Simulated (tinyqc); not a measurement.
Inside a calculation: nanosheet or nanowire with hard walls, valleys of the Si type. Values are carried at full precision from step to step, so a last printed digit may differ when a step is redone from the rounded ones.

Six ellipsoidal valleys along the cube axes: inverse mass tensor w = 1/mt + (1/ml - 1/mt) a a^T with a the unit axis. Device axes: x along the channel, z = [001], y = z x x.

Constants: hbar^2/2m0 = 3.80998211 eV angstrom^2; hbar = 6.58211957e-16 eV s; e^2/h = 3.874045865e-05 S; kB = 8.617333262e-05 eV/K.

Parameters, chosen for this exercise (near those of Si; not measured data): ml = 0.899 m0 (longitudinal mass); mt = 0.192 m0 (transverse mass); channel = 100 (transport direction x on a (001) wafer); W = 130 angstrom (width, along y); H = 64 angstrom (height, along z = [001]); dE = 0.047 eV (EF above the lowest subband edge); T = 300 K (temperature); g_all = 6 (number of valleys).

## Valley masses for a [100] channel

Rotate w into the device axes and group equal valleys (|w_yz| counts); order by w_zz, then w_yy. 1/m_x = w_xx - w_xc w_c^-1 w_cx with c the block (y, z).

Valleys:

| group | valleys g | w_yy | w_zz | \|w_yz\| | m_x (m0) |
|---|---|---|---|---|---|
| A | 2 | 5.2083 | 1.1123 | 0.0000 | 0.1920 |
| B | 2 | 1.1123 | 5.2083 | 0.0000 | 0.1920 |
| C | 2 | 5.2083 | 5.2083 | 0.0000 | 0.8990 |

The lightest transport mass, 0.192 m0, belongs to groups A and B.

## One-dimensional subbands

Hard walls around a W x H rectangle. The block w_c of w in (y, z) confines; the transport mass follows from 1/m_x = w_xx - w_xc w_c^-1 w_cx. The cross-section problem c (w_yy ky^2 + 2 w_yz ky kz + w_zz kz^2), c = hbar^2/2m0, is solved in products sin(n pi y/W) sin(l pi z/H), n, l = 1 to 12; if w_yz = 0 the levels are c pi^2 (w_yy n^2/W^2 + w_zz l^2/H^2). The w_yz term couples (n, l) to (n', l') by -2 c w_yz D_nn'(W) D_ll'(H) with D_nm(L) = 4 n m/(L (n^2 - m^2)) for n + m odd and 0 otherwise.

The ten lowest levels of all groups together, numbered within each group.

Subbands:

| label | valleys g | m_x (m0) | E (eV) |
|---|---|---|---|
| A1 | 2 | 0.1920 | 0.0218 |
| B1 | 2 | 0.1920 | 0.0503 |
| A2 | 2 | 0.1920 | 0.0524 |
| A3 | 2 | 0.1920 | 0.0566 |
| B2 | 2 | 0.1920 | 0.0577 |
| C1 | 2 | 0.8990 | 0.0594 |
| B3 | 2 | 0.1920 | 0.0701 |
| A4 | 2 | 0.1920 | 0.0872 |
| B4 | 2 | 0.1920 | 0.0874 |
| C2 | 2 | 0.8990 | 0.0942 |

The lowest subband is A1; the number of further ones in the list within kB T = 25.9 meV of it at 300 K is 0.

## Modes, density and velocity at zero temperature

With EF = E_lowest + dE, each subband below EF has k_F = sqrt(m_x (EF - E)/c), carries n = 2 g k_F/pi electrons per length (spin included), moves at v = 2 c k_F/(hbar m_x) and adds 2 g e^2/h to the ballistic conductance; c = hbar^2/2m0, 1 angstrom/s = 1e-8 cm/s.

Occupied subbands:

| label | k_F (1/angstrom) | n (1/nm) | v (1e7 cm/s) |
|---|---|---|---|
| A1 | 0.0487 | 0.620 | 2.93 |
| B1 | 0.0305 | 0.389 | 1.84 |
| A2 | 0.0287 | 0.366 | 1.73 |
| A3 | 0.0248 | 0.316 | 1.50 |
| B2 | 0.0236 | 0.301 | 1.43 |
| C1 | 0.0471 | 0.600 | 0.61 |

total n = 2.591 1/nm
ballistic conductance = 929.8 microsiemens

EF lies below the last listed level, so the count is complete for these valleys (other families, and non-parabolicity above about 0.2 eV, are left out): 6 subbands with 12 valley modes. The Fermi velocity, averaged with the densities as weights, is 1.71 x 1e7 cm/s; the mean over all filled states moving one way is half of it.

## Threshold shift from confinement

Without degeneracy the line density is N1 exp((EF - Ec)/kB T) with N1 = sum 2 g sqrt(m_x kB T/(4 pi c)) exp(-E/kB T), here over n, l up to 80 where w_yz = 0 and over all levels of a 12 x 12 sine basis otherwise; the classical value is W H Nc with Nc = 2 g_all (m_dos kB T/(4 pi c))^(3/2), m_dos = (ml mt^2)^(1/3); dVt = kB T ln(W H Nc/N1).

Form N1, W H Nc and dVt.

N1 = 0.5720 1/nm
W H Nc = 2.280 1/nm
dVt = 35.8 mV

## Checks

- Lowest level of group A on a 40 x 40 difference grid against the sine basis, eV: both 0.022.

Computed by tinyqc, a small Python program: `OMP_NUM_THREADS=1 python tinyqc.py 1251499 1251500 out.jsonl` (the numbers bound the seed that draws the inputs); one thread of a shared host (Intel(R) Xeon(R) Processor @ 2.30GHz), about 0.03 s for the whole set of steps.
